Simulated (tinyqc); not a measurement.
From results back to parameters: Shockley state of an s-p chain by decimation. Five cases, with inputs chosen for the exercise.

Problem. For the s-p chain the s level is -d/2 - 2 ts cos k and the p level d/2 + 2 tp cos k at k = 0 and pi, and at k = pi/2 the bands lie sqrt(d^2 + 16 u^2) apart. The values below come from hidden parameters.

Find: d, ts, tp, |u|; order at k = pi.

Method. Means give -d/2 and d/2, widths 4 ts and 4 tp; u follows from the splitting. The order is inverted where s lies above p at pi.

Case 1.

s level (eV): k = 0 -5.715, k = pi -0.875
p level (eV): k = 0 5.355, k = pi 1.235
splitting at pi/2 = 7.06977 eV

Solution.

d, ts, tp, |u| (eV): 6.59  1.21  1.03  0.64

order at k = pi: normal

Case 2.

s level (eV): k = 0 -5.285, k = pi -0.805
p level (eV): k = 0 5.885, k = pi 0.205
splitting at pi/2 = 7.09491 eV

Solution.

d, ts, tp, |u| (eV): 6.09  1.12  1.42  0.91

order at k = pi: normal

Case 3.

s level (eV): k = 0 -2.870, k = pi 1.130
p level (eV): k = 0 3.870, k = pi -2.130
splitting at pi/2 = 5.25635 eV

Solution.

d, ts, tp, |u| (eV): 1.74  1.00  1.50  1.24

order at k = pi: inverted

Case 4.

s level (eV): k = 0 -4.470, k = pi -1.350
p level (eV): k = 0 5.450, k = pi 0.370
splitting at pi/2 = 7.29605 eV

Solution.

d, ts, tp, |u| (eV): 5.82  0.78  1.27  1.10

order at k = pi: normal

Case 5.

s level (eV): k = 0 -4.345, k = pi 1.615
p level (eV): k = 0 4.165, k = pi -1.435
splitting at pi/2 = 3.24815 eV

Solution.

d, ts, tp, |u| (eV): 2.73  1.49  1.40  0.44

order at k = pi: inverted

Computed by tinyqc, one run a case: `OMP_NUM_THREADS=1 python tinyqc.py N N+1 out.jsonl` with N = 1450234, 1450352, 1450572, 1450713, 1450724; one thread of a shared Intel(R) Xeon(R) Processor @ 2.30GHz, about 0.3 s a run at most.
